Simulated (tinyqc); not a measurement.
Kinetics of strain relaxation and threading dislocations in mismatched semiconductor layers: one step, computed by the program tinyqc. Command: `OMP_NUM_THREADS=1 python tinyqc.py 3009465 3009466 out.jsonl threading walk`. One thread of a shared host (Intel(R) Xeon(R) Processor @ 2.30GHz), about 0.01 s of CPU time with the checks.

60-degree dislocations on {111} planes of a (001) layer, isotropic elasticity. The Schmid factor is 1/sqrt(6), and a misfit segment relieves strain with b/2.

Question. Graded buffer. In steady grading, strain is fed at R_f R_g and relieved at (b/4) rho v. As a glide-limited estimate, the driving stress is taken as the mean stress of the strained top zone, whose depth z solves R_f z/2 = e_eq(z), with strain R_f z at the surface; tau_g = S R_f z/2 is its mean; then rho = 4 R_f R_g/(b m tau_g), m = v0 exp(-Q/(k_B T_g)), S = (1/sqrt 6) 2 G (1 + nu)/(1 - nu), e_eq(z) = b (1 - nu/4) [ln(z/b) + 1]/(4 pi (1 + nu) z).

Inputs (values chosen for the exercise, modelled on In(0.2)Ga(0.8)As on GaAs):
```
quantity                                  value          unit
misfit f                                 0.0134             -
shear modulus G                            45.6           GPa
Poisson ratio nu                           0.32             -
Burgers vector b                           4.05      angstrom
glide activation energy Q                  1.32            eV
velocity prefactor v0                     10000   m/s per MPa
grading rate (misfit per thickness) R_f   0.011  1/micrometre
growth temperature of the buffer T_g        966             K
growth rate R_g                            0.63          nm/s
```

Constants: k_B = 8.617333262e-05 eV/K.

Give: depth z of the strained zone; stress tau_g; thread density of the buffer; buffer thickness f/R_f.

Answer.

depth z of the strained zone = 169.5 nm

stress tau_g = 67.39 MPa

thread density of the buffer = 78.24 1/cm^2

buffer thickness f/R_f = 1.218 micrometre

Raising T_g by 50 K would lower this density by a factor 2.2: fast glide lets few threads do the work. Caution: real buffers seldom go below 1e5 /cm^2, as pile-ups and nucleation take over; this value is a lower bound.
